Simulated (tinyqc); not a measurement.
Character of the line: straight dislocations in isotropic elasticity: fields, energies, partials, Peierls stress and walls. Computed by tinyqc, a small Python program. Command: `OMP_NUM_THREADS=1 python tinyqc.py 3001771 3001772 out.jsonl disloc walk`. One thread of a shared host (Intel(R) Xeon(R) Processor @ 2.30GHz), about 0.01 s of CPU time with the checks.

The line runs along z, the glide plane is y = 0, and beta is the angle between b and the line (0 screw, 90 degrees edge): b_e = b sin(beta) along +x with the extra half plane at y > 0, b_s = b cos(beta). Stress is positive in tension.

Inputs (values chosen for the exercise, modelled on gold):
```
quantity                       value      unit
shear modulus G                 27.6       GPa
Poisson ratio nu               0.426         -
Burgers vector b               2.884  angstrom
stacking-fault energy gamma     35.4    mJ/m^2
dislocation density rho      4.5e+12     1/m^2
core radius r0/b                 1.5         -
```

Character: 60-degree.

Constants: 1 eV/angstrom^3 = 160.2176634 GPa.

Method:
- Energy factor K = G [cos^2(beta) + sin^2(beta)/(1 - nu)].
- E = K b^2/(4 pi) ln(R/r0) with R = 1/(2 sqrt(rho)); tension T = E + d^2E/d(beta)^2 = G b^2 [1 + nu - 3 nu sin^2(beta)]/(4 pi (1 - nu)) ln(R/r0). The core energy is taken into r0.
- Shockley partials have b_p = b/sqrt(3) at the angles beta -/+ 30 degrees; their repulsion balances the fault at d = G b_p^2/(8 pi gamma) (2 - nu)/(1 - nu) [1 - 2 nu cos(2 beta)/(2 - nu)].
- E = K b^2/(4 pi) ln(R/r0); T = G b^2 [1 + nu - 3 nu sin^2(beta)]/(4 pi (1 - nu)) ln(R/r0).

ln(R/r0) = 6.30051

From screw to edge:
```
beta (degrees)  K (GPa)  E (eV/nm)  T (eV/nm)  d (nm)
0                27.600      7.184     17.847  1.0818
15               28.972      7.541     16.775  1.2529
30               32.721      8.517     13.848  1.7201
45               37.842      9.850      9.850  2.3585
60               42.963     11.182      5.851  2.9968
75               46.711     12.158      2.924  3.4640
90               48.084     12.515      1.852  3.6351
```

What does the comparison show, and why?

The edge costs 1/(1 - nu) = 1.742 times the screw in energy, yet its tension is only (1 - 2 nu)/(1 + nu) = 0.104 of the screw value, so loops under stress are elongated along b. The edge splits 3.36 times as widely, (2 + nu)/(2 - 3 nu), since there the larger, edge parts of the partials repel with the factor 1/(1 - nu) and the small screw parts attract, while in the screw the roles are exchanged.
